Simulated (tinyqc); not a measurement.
Hubbard chain of 2 sites, step by step. One step of it, computed by the program tinyqc.

Problem. The many-body Hamiltonian. Basis: all placements (u, d, 2, 0 on each site), up operators ordered before down ones; hops carry the sign of the same-spin electrons passed.

one-body matrix (hopping and site energies) (eV):
```
           1          2
1   0.000000  -0.910000
2  -0.910000   0.000000
```

U = 4.400000 eV

electrons, up and down: 1  1

Give: H.

Solution.

H (eV), lower triangle:
```
         20       ud       du      02
20   4.4000
ud  -0.9100   0.0000
du  -0.9100   0.0000   0.0000
02   0.0000  -0.9100  -0.9100  4.4000
```
